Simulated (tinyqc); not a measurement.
Inside a calculation. Model: depletion-mode phase shifter in a rib waveguide and its Mach-Zehnder modulator.

Numbers from tinyqc (`OMP_NUM_THREADS=1 python tinyqc.py 2650035 2650036 out.jsonl`; about 0.01 s on one thread of a shared Intel Xeon 2.30GHz). Printed values are rounded.

A lateral p-n junction at x0 in a waveguide whose mode intensity is a Gaussian of rms width s about x = 0; p side at smaller x. Reverse bias removes carriers and raises the index. Abrupt junction, doping uniform over the whole mode, lumped electrode (no travelling-wave effects).

Values chosen for this exercise; values close to those of silicon near 1550 nm: wavelength lam = 1550 nm; relative permittivity of the semiconductor eps_r = 11.7; acceptor density Na = 2.1e17 cm^-3; donor density Nd = 6.2e17 cm^-3; built-in voltage Vb = 0.92 V; rms width of the lateral mode intensity s = 110 nm; junction offset towards the n side x0 = 0 nm; vertical confinement times ng/n G = 0.88; rib height hr = 150 nm; fringe capacitance Cf = 22 pF/m; series resistance Rs = 15.8 ohm mm; length of the phase shifter L = 1.5 mm; reverse bias V = 1.5 V; passive loss a0 = 1.8 dB/cm.

Constants: q = 1.602176634e-19 C, eps0 = 8.8541878128e-14 F/cm where lengths are in cm. Results are converted to the units shown.

## Index and absorption of the doped regions

Free-carrier changes (empirical, N and P in cm^-3): |dn| = 8.5e-18 P^0.8 for holes, 8.8e-22 N for electrons; absorption 6e-18 P and 8.5e-18 N in 1/cm.

dn_h = 6.126245e-4
dn_e = 0.0005456
a_h = 1.26 1/cm
a_e = 5.27 1/cm

Index change per unit absorption: holes 4.86 um, electrons 1.04 um, a ratio of 4.70.

## Depletion edges and mode overlap

W = sqrt(2 eps0 eps_r (Vb + V)(1/Na + 1/Nd)/q); edges xp = x0 - W Nd/(Na + Nd), xn = x0 + W Na/(Na + Nd); F(x) = [1 + erf(x/(sqrt(2) s))]/2.

W at 0 and at V (nm): [87.08725, 141.2435]
edge, edge xp(0) to xn(V) (nm): [-65.05312, 22.03412, -105.5072, 35.73630]
F, edge xp(0) to xn(V): [0.2771289, 0.5793810, 0.1687401, 0.6273623]

## Index shift, efficiency, loss and bandwidth

dneff = G {dn_h [F(xp(0)) - F(xp(V))] + dn_e [F(xn(V)) - F(xn(0))]}; VpiL = lam V/(2 dneff); loss = a0 + 4.343 G {a_h F(xp) + a_e [1 - F(xn)]} dB/cm at V; C = eps0 eps_r hr/W + Cf; fRC = 1/(2 pi Rs C).

dneff = 8.147061e-5
VpiL = 1.426895 V cm
loss = 10.11790 dB/cm
C = 132.0164 pF/m
fRC = 76.30185 GHz

The product VpiL x loss is 14.4 V dB.

## Mach-Zehnder modulator

One arm driven from 0 to V: phase 2 pi dneff L/lam; biased at quadrature the output swings between [1 -+ sin(phase/2)]/2; extinction ratio in dB; insertion loss = loss x L.

phase = 0.1576851 pi
extinction ratio = 2.173760 dB
insertion loss = 1.517685 dB
